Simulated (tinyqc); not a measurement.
Worked calculation: density of states of one tight-binding band on the simple cubic lattice. Values are carried at full precision from step to step, so a last printed digit may differ when a step is redone from the rounded ones.

E(k) = -2 t (c1 + c2 + c3) - 4 t2 (c1 c2 + c2 c3 + c3 c1) with ci = cos(2 pi ki); k in fractions of the reciprocal vectors, mesh k_i = j/N with j = 0 .. N-1. Densities are per cell and per spin, so the band holds one state.

Parameters, chosen for this exercise: t = 1.73 eV (nearest hopping); t2 = -0.27 eV (second hopping); N = 6 (mesh points along each axis); bins = 6 (bins of the histogram); E_lo = -7.213 eV (lower end of the histogram); E_hi = 13.717 eV (upper end); E = 7.17 eV (energy at which the density is wanted); sigma = 0.865 eV (Gaussian width).

## Energies on the mesh

Evaluate the band at all 216 points and collect equal values.

Distinct energies:
```
E_k (eV)  points
-7.1400        1
-6.4900        6
-5.5700       12
-5.1900        6
-4.5400        3
-4.3800        8
-3.7300       24
-2.8100       12
-2.0000       24
-0.8100       24
0.6500        12
1.4600        24
2.3800         3
3.1900        24
5.1900         6
6.0000         8
8.2700        12
10.8100        6
13.6200        1
```

The 216 points give 19 distinct energies between -7.1400 and 13.6200 eV; a dense mesh gives a band from -7.140 to 13.620 eV.

## Histogram

Count the points in equal bins from E_lo to E_hi; g = count/(all points x bin width).

Histogram:
```
from (eV)  to (eV)  points  g (1/eV)
-7.2130    -3.7247      60    0.0796
-3.7247    -0.2363      60    0.0796
-0.2363     3.2520      63    0.0836
3.2520      6.7403      14    0.0186
6.7403     10.2287      12    0.0159
10.2287    13.7170       7    0.0093
```

Empty bins: 0 of 6; the fullest holds 63 points.

## Gaussian broadening at one energy

Gaussian broadening: g(E) = mean over the mesh of exp(-(E - E_k)^2/(2 sigma^2))/(sigma sqrt(2 pi)), n(E) = mean of erfc((E_k - E)/(sigma sqrt 2))/2.

Sum over the distinct energies with their counts.

n(E) = 0.9141
g(E) = 0.0192 1/eV

## One tetrahedron of the mesh

For corner energies e1 <= e2 <= e3 <= e4 and eij = ei - ej, the share of the tetrahedron below E is n = (E - e1)^3/(e21 e31 e41) for e1 < E < e2; n = [e21^2 + 3 e21 x + 3 x^2 - (e31 + e42) x^3/(e32 e42)]/(e31 e41) with x = E - e2 for e2 < E < e3; n = 1 - (e4 - E)^3/(e41 e42 e43) for e3 < E < e4; its density of states is g = dn/dE.

corner energies, sorted (eV): -2.0000  -0.8100  3.1900  8.2700

Find its share below E and its density of states at E.

n = 0.9972
g = 0.0077 1/eV

E lies between corners 3 and 4.

## Sum over all linear tetrahedra

Each cube of the mesh, corners numbered 0 to 7 as the binary number (i j l), is cut into six tetrahedra around the diagonal 0-7: 0137, 0157, 0237, 0267, 0457, 0467. For corner energies e1 <= e2 <= e3 <= e4 and eij = ei - ej, the share of the tetrahedron below E is n = (E - e1)^3/(e21 e31 e41) for e1 < E < e2; n = [e21^2 + 3 e21 x + 3 x^2 - (e31 + e42) x^3/(e32 e42)]/(e31 e41) with x = E - e2 for e2 < E < e3; n = 1 - (e4 - E)^3/(e41 e42 e43) for e3 < E < e4; its density of states is g = dn/dE.

Average n and g over all pieces of the mesh. The reference uses the same method with N = 36.

n(E) = 0.9374
g(E) = 0.0219 1/eV
reference n(E) = 0.922
reference g(E) = 0.023 1/eV

On this mesh the linear method errs by -0.001 1/eV in g and +0.015 in n; the Gaussian sum erred by -0.003 and -0.008.

## Checks

- States below the top of the band by the linear method against one: both 1.000000.

Computed by tinyqc, a small Python program: `OMP_NUM_THREADS=1 python tinyqc.py 1652063 1652064 out.jsonl` (the numbers bound the seed that draws the inputs); one thread of a shared host (Intel(R) Xeon(R) Processor @ 2.30GHz), about 0.2 s for the whole set of steps.
